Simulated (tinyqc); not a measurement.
What an interlayer buys: scattering of inversion-layer electrons by surface optical phonons of the gate insulator (remote phonon scattering). Computed by tinyqc, a small Python program. Command: `OMP_NUM_THREADS=1 python tinyqc.py 3112756 3112757 out.jsonl sophonon walk`. One thread of a shared host (Intel(R) Xeon(R) Processor @ 2.30GHz), about 0.01 s of CPU time with the checks.

One subband with the Fang-Howard envelope; insulator and channel are half-spaces, the gate is far away, and an interlayer only moves the polar surface away by t (its own modes and its permittivity contrast are left out).

Inputs (values chosen for the exercise, modelled on AlN on silicon): static constant of the insulator eps_0s = 8.94; intermediate constant eps_i = 7.46; optical constant eps_inf = 4.88; hbar omega_TO1 = 79.3 meV; hbar omega_TO2 = 89 meV; constant of the channel eps_s = 11.7; in-plane mass m = 0.186 m_0; valleys g_v = 2; sheet density n = 2.7e+12 1/cm^2; mean distance of the electrons z0 = 3/b = 1.9 nm; interlayer thickness t = 0.39 nm; temperature T = 300 K; mobility from other processes = 250 cm^2/(V s).

Screening by the channel electrons: none.

Constants: k_B = 8.617333262e-05 eV/K; hbar^2/(2 m_0) = 3.80998212 eV angstrom^2; e^2/(4 pi eps_0) = 14.39964548 eV angstrom; hbar = 6.582119569e-16 eV s; e = 1.602176634e-19 C; m_0 = 9.1093837015e-31 kg.

Method:
- eps(w) = eps_inf + (eps_0s - eps_i) w1^2/(w1^2 - w^2) + (eps_i - eps_inf) w2^2/(w2^2 - w^2). Surface modes solve eps(w) + eps_s = 0, a quadratic in w^2; the strength of a mode is g = 2/(w d eps/dw).
- Occupation N = 1/(exp(hbar w/(k_B T)) - 1).
- Density of states D = g_v m/(pi hbar^2); eta = E_F/(k_B T) = ln(exp(n/(D k_B T)) - 1); screening wave number q_s = e^2 D/(2 eps_0 eps_avg) x 1/(1 + exp(-eta)), eps_avg = (eps_s + eps_inf)/2; b = 3/z0.
- For a mode of strength g, without the occupation factor, Area x |M(q)|^2 = e^2 hbar w g/(2 eps_0 q) x (b/(b + q))^6 exp(-2 q t).
- Approximate momentum relaxation rate, taking tau v alike in the initial and final states: 1/tau = (m/(2 pi hbar^3)) sum over modes and over absorption (N, E' = E + hbar w) and emission (N + 1, E' = E - hbar w > 0) of [(1 - f(E'))/(1 - f(E))] int_0^(2 pi) Area |M(q)|^2 (1 - cos theta) d theta, q^2 = k^2 + k'^2 - 2 k k' cos theta, f the Fermi function; 48 midpoints in theta from 0 to pi.
- mu = (e/m) int tau E f (1 - f) dE/(k_B T int f dE), by 300 midpoints from 0 to (max(eta, 0) + 14) k_B T; Matthiessen sum with the other processes.

hbar omega_SO (meV): 1 81.1227, 2 97.0697

strengths g: 1 0.0012638, 2 0.0106002

occupations N: 1 0.0453373, 2 0.0239655

b = 1.57895 1/nm

q_s = 0.829941 1/nm

eta = -0.0425608

Against the interlayer thickness:
```
t (nm)  remote-phonon mobility (cm^2/(V s))  total (cm^2/(V s))
0.0                              1.2123e+05              249.49
0.3                              2.0566e+05              249.70
0.6                              3.3790e+05              249.82
1.0                              6.2493e+05              249.90
1.5                              1.2615e+06              249.95
2.0                              2.4015e+06              249.97
3.0                              7.7105e+06              249.99
```

1 nm of interlayer raises the remote-phonon mobility by a factor 5.15, as exp(2 q t) with an effective q of 0.82 per nm; between 2 and 3 nm the effective q is 0.58. The total goes from 249 to 250 over the first nanometre.

Extremes, crossings and ranges named in words are read from the listed rows.
